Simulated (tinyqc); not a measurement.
From results back to parameters: one-oscillator model of a band gap. Three cases, with inputs chosen for the exercise.

Problem. A gap follows E(T) = E0 - s1 t1/(exp(t1/T) - 1) with the zero-point term ZP = s1 t1/2, which scales as M^(-1/2). The shift of E0 on going from M to M + dM and the limiting slope at high T are given.

Find: sqrt(M/(M + dM)); ZP; t1.

Method. The shift is ZP (1 - sqrt(M/(M + dM))); then t1 = 2 ZP/s1.

Case 1.

Values chosen (out of a larger set: near those of InAs; not measured data): M = 94.97 u (mean atomic mass); dM = 2.15 u (change of the mean mass (not bounded by the natural isotopes)).

shift of E0 = 0.233022 meV
limiting slope s1 = 0.265 meV/K

Solution.

sqrt(M/(M + dM)) = 0.988869
ZP = 20.93 meV
t1 = 158 K

Case 2.

Values chosen (out of a larger set: near those of SiC; not measured data): M = 20.03 u (mean atomic mass); dM = -0.8 u (change of the mean mass (not bounded by the natural isotopes)).

shift of E0 = -3.325887 meV
limiting slope s1 = 0.494 meV/K

Solution.

sqrt(M/(M + dM)) = 1.020589
ZP = 161.54 meV
t1 = 654 K

Case 3.

Values chosen (out of a larger set: near those of InAs; not measured data): M = 94.92 u (mean atomic mass); dM = 0.95 u (change of the mean mass (not bounded by the natural isotopes)).

shift of E0 = 0.095788 meV
limiting slope s1 = 0.290 meV/K

Solution.

sqrt(M/(M + dM)) = 0.995033
ZP = 19.29 meV
t1 = 133 K

Computed by tinyqc, one run a case: `OMP_NUM_THREADS=1 python tinyqc.py N N+1 out.jsonl` with N = 1850331, 1850333, 1850345; one thread of a shared Intel(R) Xeon(R) Processor @ 2.30GHz, about 0.01 s a run at most.
